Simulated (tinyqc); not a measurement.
Schottky diode by thermionic emission with image-force lowering and series resistance: current against voltage.

Metal on an n-type semiconductor with one parabolic valley; V > 0 is forward bias (metal positive). I = I0 [exp(Vj/(n Vt)) - 1] with Vj = V - I Rs; I0 = S A* T^2 exp(-(phi - dphi)/Vt), the lowering dphi taken at zero bias.

A* = 4 pi q me m0 kB^2/h^3 (times 1e-4 for A/(cm^2 K^2)); Nc = 2 (2 pi me m0 kB T/h^2)^1.5 (times 1e-6 for cm^-3); xi = Vt ln(Nc/Nd), Vbi = phi - xi; surface field Em = sqrt(2 q Nd (Vbi - V - Vt)/(eps0 eps_r)); dphi = sqrt(q Em/(4 pi eps0 eps_r)). The apparent ideality is (dV/d ln I)/Vt.

Inputs (values chosen for the exercise); band and dielectric values close to those of In0.53Ga0.47As:
- T = 200 K (temperature)
- me = 0.0408 m0 (electron mass)
- eps_r = 13.7 (relative permittivity)
- phi = 0.4 eV (barrier height seen from the metal)
- Nd = 1.1e15 cm^-3 (donor density)
- S = 6.7e-5 cm^2 (area)
- n = 1.16 (ideality factor)
- Rs = 5.4 ohm (series resistance)

Constants: q = 1.602176634e-19 C, kB = 1.380649e-23 J/K, h = 6.62607015e-34 J s, m0 = 9.1093837015e-31 kg, Vt = kB T/q, eps0 = 8.8541878128e-14 F/cm where lengths are in cm. Results are converted to the units shown.

Current against voltage:
```
V (V)     I (A)   Vj (V)  apparent ideality
0.05   2.179e-8  0.05000              1.065
0.1    2.875e-7   0.1000              1.152
0.15   3.525e-6   0.1500              1.160
0.21   6.966e-5   0.2096              1.182
0.26   7.138e-4   0.2561              1.384
0.31   0.003791   0.2895              2.348
0.36   0.009608   0.3081              4.170
0.42    0.01833   0.3210              6.902
0.47    0.02626   0.3282              9.387
0.52    0.03450   0.3337              11.97
```

Read the table: what changes, and by how much?

I rises from 2.18e-8 to 0.0345 A, and the apparent ideality rises from 1.06 to 12.0, against n = 1.16. It starts below n because the -1 in the diode law still counts there. From V = 0.31 V on, I Rs exceeds n Vt and the resistance bends the curve. In 5 of the 10 rows Vj is within 3 Vt of Vbi or past it, where the depletion layer is gone and the emission formula overstates the current.

Program tinyqc, `OMP_NUM_THREADS=1 python tinyqc.py 2640013 2640014 out.jsonl`; Intel Xeon 2.30GHz, shared host, one thread, about 0.01 s.
